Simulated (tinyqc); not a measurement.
Donor binding, ionisation and the Mott limit: one step of the calculation.

Hydrogenic donor: Ry = (m0 q^3/(8 eps0^2 h^2)) me/eps_r^2 in eV, E0 = cc Ry, radius a = q/(8 pi eps0 eps_r E0), Mott density Nm = (0.26/a)^3. Below Nm the level sinks as Ed = E0 [1 - (N/Nm)^(1/3)]. Neutrality: Nc F12(eta) = N/(1 + 2 exp(eta + Ed/kB T)), F12(x) = (2/sqrt(pi)) int_0^infinity sqrt(u)/(1 + exp(u - x)) du.

Question. Binding energy, radius and Mott density. The mean spacing of the donors is N^(-1/3).

Inputs (values chosen for the exercise); band and dielectric values close to those of gallium phosphide: relative permittivity eps_r = 11.1; mass in the hydrogenic formula, set independently of Nc me = 0.296 m0; ratio of the true binding energy to the hydrogenic one cc = 1.5; donor density N = 7.5e17 cm^-3.

Constants: q = 1.602176634e-19 C, eps0 = 8.8541878128e-12 F/m, h = 6.62607015e-34 J s, m0 = 9.1093837015e-31 kg. Results are converted to the units shown.

Find: Ry; E0; a; Nm; spacing over a; Ed.

Answer.

Ry = 32.69 meV
E0 = 49.03 meV
a = 1.323 nm
Nm = 7.591e18 cm^-3
spacing over a = 8.320
Ed = 26.36 meV

Range of the model: A sharp level with degeneracy 2 overstates freeze-out near Nm, where the impurity band broadens and merges with the conduction band.

tinyqc, about 0.02 s, one thread, Intel Xeon 2.30GHz (shared host): `OMP_NUM_THREADS=1 python tinyqc.py 2330023 2330024 out.jsonl`
